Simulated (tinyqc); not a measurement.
# Disorder broadening of a semi-elliptic band in the self-consistent Born approximation: what changes with what

The local Green function is G = g0(z - Sigma) with z = E + i eta and g0(z) = (z - sqrt(z - 2t) sqrt(z + 2t))/(2 t^2), principal roots; the self-energy is Sigma = D G. The density of states is -Im G/pi.

Inputs (values chosen for the exercise):
```
symbol,value,unit,meaning
t,1,eV,hopping
D,0.99,eV^2,variance of the random site energy
eta,0.01,eV,bare broadening
E,-0.941,eV,energy from the band centre
```

Each table varies one quantity; the others keep the values above.

## Effect of the disorder strength

Sigma is iterated to self-consistency (retarded branch, Im Sigma < 0); first Born means Sigma = D g0(z) put once into G = g0(z - Sigma); clean means Sigma = 0. Closed form: G = (z - sqrt(z^2 - 4 (t^2 + D)))/(2 (t^2 + D)) with the root that gives Im G < 0; for eta -> 0 a semi-ellipse of half-width 2 sqrt(t^2 + D).

The same in every row: DOS, clean (1/eV) = 0.27929.

Effect of the disorder strength:

| D (eV^2) | Re Sigma (eV) | Im Sigma (eV) | DOS, self-consistent (1/eV) | DOS, first Born (1/eV) |
|---|---|---|---|---|
| 0.028 | -0.012744 | -0.024327 | 0.27655 | 0.27655 |
| 0.054 | -0.023973 | -0.046494 | 0.27407 | 0.27404 |
| 0.1 | -0.042545 | -0.084761 | 0.26980 | 0.26970 |
| 0.2 | -0.078020 | -0.16405 | 0.26109 | 0.26063 |
| 0.39 | -0.13140 | -0.30191 | 0.24641 | 0.24460 |
| 0.76 | -0.20235 | -0.53348 | 0.22344 | 0.21662 |
| 1.5 | -0.28136 | -0.90271 | 0.19156 | 0.16955 |
| 2.8 | -0.34577 | -1.3902 | 0.15804 | 0.11148 |

What does the table show?

|Im Sigma| rises from 0.0243 to 1.39 eV, as D^(0.99) between the first two rows and D^(0.69) between the last two (the golden rule gives power 1, broadening wider than the band power 1/2). First Born is within 0.01 % of the self-consistent density of states in the first row and 29 % below it in the last.

## Effect of the mixing

G = g0(z - Sigma), Sigma(out) = D G, Sigma(new) = Sigma + mix (Sigma(out) - Sigma). Iterations from Sigma = 0 until |Sigma(out) - Sigma| < 1e-10 eV, at most 500. The factor is |1 - mix + mix L|, L = d Sigma(out)/d Sigma at the solution.

Effect of the mixing:

| mix | iterations | factor |
|---|---|---|
| 0.1 | 164 | 0.8690 |
| 0.2 | 77 | 0.7384 |
| 0.3 | 47 | 0.6084 |
| 0.5 | 23 | 0.3528 |
| 0.7 | 13 | 0.1352 |
| 0.85 | 15 | 0.1736 |
| 1 | 23 | 0.3470 |

L = -0.311+0.153i. The fewest iterations, 13, come at mix = 0.7; the smallest factor, 0.135, is at mix = 0.7. As a function of mix the factor has its minimum at Re(1 - L)/|1 - L|^2 = 0.752, below 1, so damping helps.

Range of the model: The self-consistent Born approximation misses band tails from rare fluctuations and localisation.

tinyqc, about 0.01 s, one thread, Intel Xeon 2.30GHz (shared host): `OMP_NUM_THREADS=1 python tinyqc.py 2720103 2720104 out.jsonl`
